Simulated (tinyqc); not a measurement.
# Phase-change memory cell, resistance drift and retention: drift of neighbouring levels

The amorphous state follows Ra = R0 (t/t0)^nu exp[(q Ec/kB)(1/T - 1/(300 K))], with nu taken as independent of T. An intermediate level follows the logarithmic mixing rule ln R = (1 - fa) ln Rc + fa ln Ra with constant Rc. The time to lose the data by crystallisation is tr = tx exp[(q Ex/kB)(1/T - 1/Tx)]; 1 year = 3.15576e7 s. These are empirical laws.

Two intermediate levels, fa and 0.71, and the amorphous state at temperature T. A fixed threshold is set at the geometric mean of the two intermediate levels at t0.

Inputs (values chosen for the exercise); values of the order found in chalcogenide phase-change cells: resistance of the amorphous state at t0 and 300 K R0 = 8.1 Mohm; reference time t0 = 1 s; drift exponent nu = 0.114; activation energy of conduction Ec = 0.18 eV; operating temperature T = 398 K; amorphous share of an intermediate level fa = 0.56; resistance of the crystalline state Rc = 50 kohm.

Constants: q = 1.602176634e-19 C, kB = 1.380649e-23 J/K. Results are converted to the units shown.

Drift of neighbouring levels:

| t (s) | lower level (Mohm) | upper level (Mohm) | Ra (Mohm) | lower level/threshold |
|---|---|---|---|---|
| 1 | 0.3306 | 0.5484 | 1.459 | 0.7765 |
| 10 | 0.3830 | 0.6607 | 1.896 | 0.8994 |
| 100 | 0.4436 | 0.7961 | 2.466 | 1.042 |
| 1000 | 0.5139 | 0.9592 | 3.206 | 1.207 |
| 10000 | 0.5952 | 1.156 | 4.168 | 1.398 |
| 1e5 | 0.6895 | 1.392 | 5.419 | 1.619 |
| 1e6 | 0.7987 | 1.678 | 7.046 | 1.876 |
| 1e7 | 0.9252 | 2.021 | 9.160 | 2.173 |
| 1e8 | 1.072 | 2.436 | 11.91 | 2.517 |

Over eight decades Ra grows by a factor of 8.17, the upper level by 4.44 and the lower by 3.24, so their ratio widens from 1.66 to 2.27. The lower level crosses the fixed threshold by t = 100 s among the rows and would then be misread.

Numbers from tinyqc (`OMP_NUM_THREADS=1 python tinyqc.py 2880101 2880102 out.jsonl`; about 0.01 s on one thread of a shared Intel Xeon 2.30GHz).
